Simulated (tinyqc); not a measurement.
Worked calculation: Jacobi rotations on a symmetric matrix. Computed by tinyqc, a small Python program that keeps every step. Settings: method = jacobi. Command: `OMP_NUM_THREADS=1 python tinyqc.py 25523 25524 out.jsonl` (the two numbers bound the seeds that draw the settings). One thread of a shared host (Intel(R) Xeon(R) Processor @ 2.60GHz), about 0.01 s of CPU time with the checks.

## Jacobi rotation 1

A:
```
           1          2          3          4
1   1.225000  -0.576000  -1.224000  -0.652000
2  -0.576000   4.225000  -0.074000   0.774000
3  -1.224000  -0.074000   4.439000   0.510000
4  -0.652000   0.774000   0.510000   5.393000
```

Take the largest off-diagonal element A_pq; tan 2 theta = 2 A_pq / (A_qq - A_pp) with |theta| <= pi/4; A' = J^T A J with J_pp = J_qq = cos, J_pq = sin, J_qp = -sin.

p, q, theta (rad): 1.000000  3.000000  -0.325463

A':
```
           1          2         3          4
1   0.811944  -0.569423  0.000000  -0.454700
2  -0.569423   4.225000  0.114060   0.774000
3   0.000000   0.114060  4.852056   0.691702
4  -0.454700   0.774000  0.691702   5.393000
```

## Jacobi rotation 2

As before.

p, q, theta (rad): 2.000000  4.000000  0.462204

A':
```
           1          2          3          4
1   0.811944  -0.306914   0.000000  -0.660908
2  -0.306914   3.839396  -0.206353   0.000000
3   0.000000  -0.206353   4.852056   0.669985
4  -0.660908   0.000000   0.669985   5.778604
```

## Jacobi rotation 3

As before.

p, q, theta (rad): 3.000000  4.000000  0.482909

A':
```
           1          2          3          4
1   0.811944  -0.306914   0.306897  -0.585331
2  -0.306914   3.839396  -0.182756  -0.095822
3   0.306897  -0.182756   4.500773   0.000000
4  -0.585331  -0.095822   0.000000   6.129886
```

## All rotations

The off-diagonal norm falls at every rotation.

Rotations:
```
step  p  q      theta  off-diagonal norm
1     1  3  -0.325463           1.80e+00
2     2  4   0.462204           1.43e+00
3     3  4   0.482909           1.07e+00
4     1  4  -0.108339           6.80e-01
5     1  2  -0.100676           5.13e-01
6     1  3   0.074796           3.17e-01
7     2  3  -0.288582           1.02e-01
8     2  4  -0.028794           3.10e-02
9     1  2   0.004856           2.24e-02
10    3  4  -0.009057           8.72e-03
11    1  3  -0.001171           5.88e-03
12    1  4  -0.000752           6.26e-04
13    2  3  -0.000568           2.40e-05
14    2  4  -0.000007           6.90e-06
15    3  4   3.01e-06           7.50e-07
16    1  2  -1.70e-07           5.58e-09
17    1  3   1.01e-09           4.71e-11
```

eigenvalues: 0.694960  3.806450  4.584924  6.195666
